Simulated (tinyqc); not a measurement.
# Circuit elements from the admittance matrix

Inverse problem. Y belongs to a common-source circuit with y11 = i w (Cgs + Cgd), y12 = -i w Cgd, y21 = gm - i w Cgd, y22 = gds + i w (Cgd + Cd) and a resistance Rg in series with the gate; w = 2 pi f. Find Rg, Cgs + Cgd, Cgd, gm, gds and Cd.

Parameters, values chosen for the exercise:
```
symbol  value  unit           meaning
f         0.7   GHz  signal frequency
```

Y with Rg (mS):

|  | 1 | 2 |
|---|---|---|
| 1 | 0.002668419+0.705760453i | -0.000272717-0.072129936i |
| 2 | 3.757288688-0.086336951i | 0.032348852+0.202011151i |

Solution. 1/Y11 = Rg + 1/(i w (Cgs + Cgd)) gives Rg; removing it from Z11 returns the inner y, whose parts are read off.

Rg = 5.36 ohm
Cgs + Cgd = 160 fF
Cgd = 16.4 fF
gm = 3.76 mS
gds = 0.0323 mS
Cd = 29.2 fF

Program tinyqc, `OMP_NUM_THREADS=1 python tinyqc.py 2150066 2150067 out.jsonl`; Intel Xeon 2.30GHz, shared host, one thread, about 0.01 s.
